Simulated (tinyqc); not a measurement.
Worked calculation: Hueckel theory of the pi electrons, for the molecule C=CC=C(N)C=C (SMILES; centres numbered as the heavy atoms are written). Computed by tinyqc, a small Python program that keeps every step. Settings: charge = 0. Command: `OMP_NUM_THREADS=1 python tinyqc.py 30427 30428 out.jsonl` (the two numbers bound the seeds that draw the settings). One thread of a shared host (Intel(R) Xeon(R) Processor @ 2.60GHz), about 0.01 s of CPU time with the checks.

## The Hueckel matrix

Centres:
```
centre  z_r, pi electrons of the neutral centre         h
1C                                            1  0.000000
2C                                            1  0.000000
3C                                            1  0.000000
4C                                            1  0.000000
5N                                            2  1.500000
6C                                            1  0.000000
7C                                            1  0.000000
```

Bonds:
```
i  j         k
1  2         1
2  3         1
3  4         1
4  5  0.800000
4  6         1
6  7         1
```

H_rr = alpha + h_r beta, H_rs = k_rs beta for bonded centres.

Hueckel matrix in units of beta (H = alpha + beta A), order 1C, 2C, 3C, 4C, 5N, 6C, 7C:
$$\begin{pmatrix}
0.000000 & 1.000000 & 0.000000 & 0.000000 & 0.000000 & 0.000000 & 0.000000 \\
1.000000 & 0.000000 & 1.000000 & 0.000000 & 0.000000 & 0.000000 & 0.000000 \\
0.000000 & 1.000000 & 0.000000 & 1.000000 & 0.000000 & 0.000000 & 0.000000 \\
0.000000 & 0.000000 & 1.000000 & 0.000000 & 0.800000 & 1.000000 & 0.000000 \\
0.000000 & 0.000000 & 0.000000 & 0.800000 & 1.500000 & 0.000000 & 0.000000 \\
0.000000 & 0.000000 & 0.000000 & 1.000000 & 0.000000 & 0.000000 & 1.000000 \\
0.000000 & 0.000000 & 0.000000 & 0.000000 & 0.000000 & 1.000000 & 0.000000
\end{pmatrix}$$

## Orbitals

pi electrons, sum of z_r less the charge = 8

Diagonalise; E = alpha + x beta with beta < 0, so the largest x are filled first; degenerate levels share their electrons. P = sum n_i c_ri c_si; each orbital has its largest coefficient positive (the first on a tie).

x values: [2.170367, 1.438888, 1.155430, 0.354115, -0.501822, -1.259247, -1.857731]

occupations: [2.000000, 2.000000, 2.000000, 2.000000, 0.000000, 0.000000, 0.000000]

coefficients, order 1C, 2C, 3C, 4C, 5N, 6C, 7C:
$$\begin{pmatrix}
0.092165 & 0.407833 & -0.232486 & 0.559533 & -0.475371 & -0.435388 & -0.206179 \\
0.200032 & 0.586826 & -0.268621 & 0.198139 & 0.238552 & 0.548261 & 0.383026 \\
0.341978 & 0.436544 & -0.077887 & -0.489369 & 0.355661 & -0.255008 & -0.505379 \\
0.542186 & 0.041311 & 0.178628 & -0.371432 & -0.417030 & -0.227143 & 0.555833 \\
0.647031 & -0.540793 & -0.414727 & 0.259315 & 0.166660 & 0.065857 & -0.132431 \\
0.317139 & 0.055533 & 0.616061 & 0.150388 & -0.279714 & 0.488352 & -0.421264 \\
0.146122 & 0.038594 & 0.533188 & 0.424686 & 0.557397 & -0.387813 & 0.226763
\end{pmatrix}$$

charge and bond-order matrix P, order 1C, 2C, 3C, 4C, 5N, 6C, 7C:
$$\begin{pmatrix}
1.083899 & 0.862158 & -0.092311 & -0.365077 & 0.161188 & -0.014402 & 0.285750 \\
0.862158 & 0.991588 & 0.497082 & 0.022237 & -0.050279 & -0.079326 & -0.014402 \\
-0.092311 & 0.497082 & 1.106136 & 0.742609 & -0.218816 & 0.022237 & -0.365077 \\
-0.365077 & 0.022237 & 0.742609 & 0.931083 & 0.316141 & 0.456859 & 0.036640 \\
0.161188 & -0.050279 & -0.218816 & 0.316141 & 1.900699 & -0.082665 & -0.074651 \\
-0.014402 & -0.079326 & 0.022237 & 0.456859 & -0.082665 & 1.011617 & 0.881656 \\
0.285750 & -0.014402 & -0.365077 & 0.036640 & -0.074651 & 0.881656 & 0.974977
\end{pmatrix}$$

## Energy, charges, bond orders

E = sum n x; q_r = z_r - P_rr; bond order p = P_rs; free valence = sqrt(3) - sum of p over the bonds of the atom.

pi energy = 8 alpha + this times beta = 10.237600

pi charges: 1C -0.083899, 2C 0.008412, 3C -0.106136, 4C 0.068917, 5N 0.099301, 6C -0.011617, 7C 0.025023

Bond orders and lengths from R = 1.517 - 0.180 p (angstrom, C-C alone):
```
bond         p         R
1-2   0.862158  1.361812
2-3   0.497082  1.427525
3-4   0.742609  1.383330
4-5   0.316141         -
4-6   0.456859  1.434765
6-7   0.881656  1.358302
```

free valence of the carbons: 1C 0.869893, 2C 0.372811, 3C 0.492361, 4C 0.216442, 6C 0.393536, 7C 0.850395

gap between the highest filled and the next level = 0.855937 |beta|
